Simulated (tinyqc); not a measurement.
Nanowire ballistic transistor, top-of-the-barrier model: two steps of the calculation.

At the top of the source barrier, states moving towards the drain are filled by the source (Fermi level 0) and states moving back by the drain (Fermi level -q Vd); nothing scatters. U is the shift of the band edge there, set by the capacitances CG, CD and CS (the total) and by the charge. Parabolic one-dimensional subbands; the source is grounded.

Inputs (values chosen for the exercise); mass and valleys made up: temperature T = 200 K; effective mass m = 0.308 m0; valley degeneracy gv = 2; relative permittivity of the gate insulator eox = 7.5; insulator thickness tox = 2.5 nm; wire diameter d = 5 nm; offset of a second subband (0: none) dE = 0.24 eV; gate control CG/CS aG = 0.97; band edge at the barrier top above the source Fermi level at zero bias E0 = 0.4 eV; drain voltage Vd = 0.2 V.

Constants: q = 1.602176634e-19 C, kB = 1.380649e-23 J/K, hbar = 1.054571817e-34 J s, h = 6.62607015e-34 J s, m0 = 9.1093837015e-31 kg, Vt = kB T/q, eps0 = 8.8541878128e-14 F/cm where lengths are in cm. Results are converted to the units shown.

Question 1. Self-consistent potential at the barrier top. eta1 = -(E0 + U)/Vt, eta2 = eta1 - Vd/Vt, n = (N0/2)[F_(-1/2)(eta1) + F_(-1/2)(eta2)], F_(-1/2)(x) = (1/sqrt(pi)) int_0^infinity u^(-1/2)/(1 + exp(u - x)) du. Each F is summed over the two subbands, F(eta) + F(eta - dE/Vt), which share the mass. U(out) = UL + q (n - n0)/CS. U(new) = U + 0.2 (U(out) - U).

U at the start (U = UL) = -0.4866 eV
N0 = 4.2118257e6 cm^-1
CS = 6.2057270 pF/cm
n0 = 3.5068276e-4 cm^-1
UL = -0.4866 eV

Find: eta1; eta2; n; U(out); U after iteration 1.

Answer 1.

eta1 = 5.0248
eta2 = -6.5798
n = 5.2251e6 cm^-1
U(out) = -0.35170 eV
U after iteration 1 = -0.45962 eV

Question 2. Current, mean velocity and share of the gate voltage. N0 = gv sqrt(2 m kB T/pi)/hbar, CG = 2 pi eps0 eox/ln(1 + 2 tox/d), CS = CG/aG, n0 = n at U = 0 and Vd = 0. I = gv (2 q^2/h) Vt [ln(1 + exp eta1) - ln(1 + exp eta2)], summed over both subbands. Mean velocity I/(q n). CQ = (q/Vt) dn/d(eta1); the band edge follows the gate as -dU/dVg = aG/(1 + CQ/CS).

converged U = -0.42285437 eV

Find: eta1; n; I; mean velocity; CQ; -dU/dVg.

Answer 2.

eta1 = 1.3261
n = 2.4691e6 cm^-1
I = 4.1704 uA
mean velocity = 1.0542e7 cm/s
CQ = 8.6971 pF/cm
-dU/dVg = 0.40392 eV/V

The carriers from the source are near degeneracy (eta1 = 1.33), and the mean velocity is 1.33 times vT = sqrt(2 kB T/(pi m)) = 7.92e6 cm/s.

Computed by the program tinyqc: `OMP_NUM_THREADS=1 python tinyqc.py 2400114 2400115 out.jsonl`, one thread of a shared Intel Xeon 2.30GHz, about 0.1 s for the whole run.
